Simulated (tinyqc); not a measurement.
Effective mass of the light-hole band from tabulated energies: one step. Least squares over all points. The numbers come from values chosen for the exercise (band of an eight-band Kane model near InAs).

c = hbar^2/2m0. A uniform scatter of up to 0.1 meV has been added to mimic numerical noise.
Constants: hbar^2/2m0 = 3.80998211 eV angstrom^2.

Energies along [110], from the band edge downward:
```
k (1/angstrom)    E (meV)
0.0000000        0.000000
0.0035000        1.830100
0.0070000        7.036300
0.0105000       15.286300
0.0140000       26.217000
0.0175000       39.462300
0.0210000       54.242600
0.0245000       70.321600
0.0280000       86.881400
```

reference mass (curvature of the model at k = 0.0001 1/angstrom) = 0.0262297 m0

Question. Fit E = a k^2 (a = sum k^2 E/sum k^4), then E = a k^2 + b k^4 from the normal equations; E in eV; m = c/a.

Give: sums of k^4, k^6, k^8; sums of k^2 E, k^4 E; a, one term; a and b, two terms; m, one and two terms.

Answer.

sums of k^4, k^6, k^8: 1.3163e-06  8.2164e-10  5.5587e-13

sums of k^2 E, k^4 E: 0.00015352  9.4199e-08

a, one term = 116.63 eV angstrom^2

a and b, two terms: 140.2  -3.781e+04

m, one and two terms (m0): 0.03267  0.02717

The parabola over all points errs by +24.5 % because the weights k^4 favour the outer points; the second term brings the error to +3.6 %.

Run: tinyqc, `OMP_NUM_THREADS=1 python tinyqc.py 1850446 1850447 out.jsonl`; Intel(R) Xeon(R) Processor @ 2.30GHz, one thread, shared host; about 0.01 s of CPU time with all checks.
